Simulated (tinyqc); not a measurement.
Changing the band bending V_b: admittance spectroscopy and thermally stimulated current of one trap level in a depletion layer. Computed by tinyqc, a small Python program. Command: `OMP_NUM_THREADS=1 python tinyqc.py 3110446 3110447 out.jsonl admit sweep`. One thread of a shared host (Intel(R) Xeon(R) Processor @ 2.30GHz), about 0.01 s of CPU time with the checks.

A Schottky junction on n-type material holds one donor-like electron trap; shallow donors are fully ionised and abrupt depletion edges are assumed.

Inputs (values chosen for the exercise, modelled on n-type germanium):

| quantity | value | unit |
|---|---|---|
| dielectric constant eps | 16.4 | - |
| density-of-states mass m | 0.551 | m_0 |
| shallow doping N | 1.5e+16 | 1/cm^3 |
| trap density N_t | 6e+15 | 1/cm^3 |
| trap depth E_t below the band | 0.297 | eV |
| capture cross section sigma | 3.5e-15 | cm^2 |
| test frequency f | 30000 | Hz |

Constants: k_B = 1.380649e-23 J/K; m_0 = 9.1093837015e-31 kg; h = 6.62607015e-34 J s; k_B = 8.617333262e-05 eV/K; eps_0 = 8.8541878128e-12 F/m; e = 1.602176634e-19 C.

Method:
- N_c = 2 (2 pi m k_B T/h^2)^(3/2), v_th = sqrt(3 k_B T/m), emission rate e_n = sigma v_th N_c exp(-E_t/(k_B T)).
- Where the level crosses the Fermi level capture equals emission, so the trap follows the signal with the rate 2 e_n; G/omega peaks at omega = 2 e_n (the correction for large N_t/N is left out).
- Solve 2 e_n(T_p) = 2 pi f.
- With E_c - E_F = k_B T_p ln(N_c/N): lambda = sqrt(2 eps eps_0 (E_t - (E_c - E_F))/(e^2 N)); traps are empty and charged for x < x_t = w - lambda, and V_b = e (N w^2 + N_t x_t^2)/(2 eps eps_0). High frequency: C_hf = eps eps_0/w. Low frequency: C_lf = eps eps_0 (N + N_t)/(N w + N_t x_t).

One run for each value:

| band bending V_b (V) | step (C_lf - C_hf)/C_hf | C_hf (nF/cm^2) | crossing point x_t (nm) | depletion width w (nm) |
|---|---|---|---|---|
| 0.37 | 0.25108 | 69.878 | 61.84 | 207.80 |
| 1.10 | 0.13855 | 42.372 | 196.74 | 342.70 |
| 1.80 | 0.10732 | 33.744 | 284.35 | 430.32 |
| 2.60 | 0.08890 | 28.426 | 364.86 | 510.83 |
| 3.30 | 0.07874 | 25.416 | 425.36 | 571.32 |
| 4.00 | 0.07143 | 23.212 | 479.62 | 625.59 |
| 4.70 | 0.06583 | 21.505 | 529.25 | 675.22 |
| 5.50 | 0.06081 | 19.958 | 581.59 | 727.56 |

Over the rows, step (C_lf - C_hf)/C_hf falls from 0.251 to 0.0608 (exponent d ln y / d ln x -0.55 between the first rows and -0.51 between the last); C_hf (nF/cm^2) falls from 69.9 to 20.0 (exponent d ln y / d ln x about -0.47 throughout); crossing point x_t (nm) rises from 61.8 to 582 (exponent d ln y / d ln x 1.1 between the first rows and 0.60 between the last). The exponent of C_hf stays between -0.47 and -0.46, near -0.50: w grows as sqrt(V_b). Lambda does not depend on the bias, so the step falls as w grows.

Caution (all rows): N_t/N is not small, so the peak moves away from omega = 2 e_n.

Extremes, crossings and ranges named in words are read from the listed rows.
